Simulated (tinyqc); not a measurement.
Inside a calculation. Method: Born-Oppenheimer dynamics on the RHF/3-21g surface (energies and gradients from PySCF), for H2, spin multiplicity 1. Computed by tinyqc, a small Python program that keeps every step (integrals from PySCF). Settings: charge = 0, multiplicity = 1, basis = 3-21g, time step (fs) = 0.5, steps = 16. Command: `OMP_NUM_THREADS=1 python tinyqc.py 27054 27055 out.jsonl` (the two numbers bound the seeds that draw the settings). One thread of a shared host (Intel(R) Xeon(R) Processor @ 2.60GHz), about 0.7 s of CPU time with the checks.

## Velocity Verlet step 1

positions (bohr):
```
          x        y        z
1H  0.00000  0.00000  0.00000
2H  0.00000  0.00000  1.23399
```

velocities (bohr per atomic time unit):
```
              x            y            z
1H   0.00009200   0.00048200   0.00031850
2H  -0.00009200  -0.00048200  -0.00031850
```

gradient (hartree/bohr):
```
            x          y           z
1H  0.0000000  0.0000000   0.0837910
2H  0.0000000  0.0000000  -0.0837910
```

masses (electron masses): 1H 1837.15259, 2H 1837.15259

gradient after step 1 (hartree/bohr):
```
             x           y           z
1H  -0.0002432  -0.0012743   0.0793178
2H   0.0002432   0.0012743  -0.0793178
```

dt = 0.5 fs = 20.6707 atomic units; x' = x + v dt - g dt^2 / (2m); after the new gradient g', v' = v - (g + g') dt / (2m).

positions after step 1 (bohr):
```
           x         y         z
1H   0.00190   0.00996  -0.00316
2H  -0.00190  -0.00996   1.23715
```

velocities after step 1 (bohr per atomic time unit):
```
              x            y            z
1H   0.00009337   0.00048917  -0.00059911
2H  -0.00009337  -0.00048917   0.00059911
```

## Velocity Verlet step 2

gradient after step 2 (hartree/bohr):
```
             x           y           z
1H  -0.0003107  -0.0016280   0.0516628
2H   0.0003107   0.0016280  -0.0516628
```

As before.

positions after step 2 (bohr):
```
           x         y         z
1H   0.00386   0.02022  -0.02477
2H  -0.00386  -0.02022   1.25876
```

velocities after step 2 (bohr per atomic time unit):
```
              x            y            z
1H   0.00009648   0.00050550  -0.00133597
2H  -0.00009648  -0.00050550   0.00133597
```

## Energy conservation

The total energy should stay constant up to terms of order dt^2; the step counts as short enough if it moves by less than 2 % of the largest kinetic energy.

Trajectory:

| time (fs) | 1H-2H (angstrom) | potential (hartree) | kinetic (hartree) | total (hartree) |
|---|---|---|---|---|
| 0.00000 | 0.65300 | -1.1170404 | 0.0006287 | -1.1164117 |
| 0.50000 | 0.65643 | -1.1175694 | 0.0011150 | -1.1164544 |
| 1.00000 | 0.67956 | -1.1204179 | 0.0037655 | -1.1166524 |
| 1.50000 | 0.71557 | -1.1226747 | 0.0059255 | -1.1167492 |
| 2.00000 | 0.75565 | -1.1226530 | 0.0059505 | -1.1167026 |
| 2.50000 | 0.79209 | -1.1208054 | 0.0041999 | -1.1166055 |
| 3.00000 | 0.81939 | -1.1185075 | 0.0019819 | -1.1165256 |
| 3.50000 | 0.83419 | -1.1169860 | 0.0005022 | -1.1164838 |
| 4.00000 | 0.83491 | -1.1169077 | 0.0004259 | -1.1164818 |
| 4.50000 | 0.82147 | -1.1183047 | 0.0017851 | -1.1165196 |
| 5.00000 | 0.79530 | -1.1205724 | 0.0039763 | -1.1165961 |
| 5.50000 | 0.75957 | -1.1225304 | 0.0058368 | -1.1166936 |
| 6.00000 | 0.71954 | -1.1227816 | 0.0060318 | -1.1167498 |
| 6.50000 | 0.68272 | -1.1207163 | 0.0040469 | -1.1166694 |
| 7.00000 | 0.65794 | -1.1177920 | 0.0013202 | -1.1164718 |
| 7.50000 | 0.65237 | -1.1169402 | 0.0005368 | -1.1164034 |
| 8.00000 | 0.66781 | -1.1191212 | 0.0025518 | -1.1165695 |

The total energy moves within 3.5e-04 hartree; that is over 2 % of the largest kinetic energy, so the time step is too long.
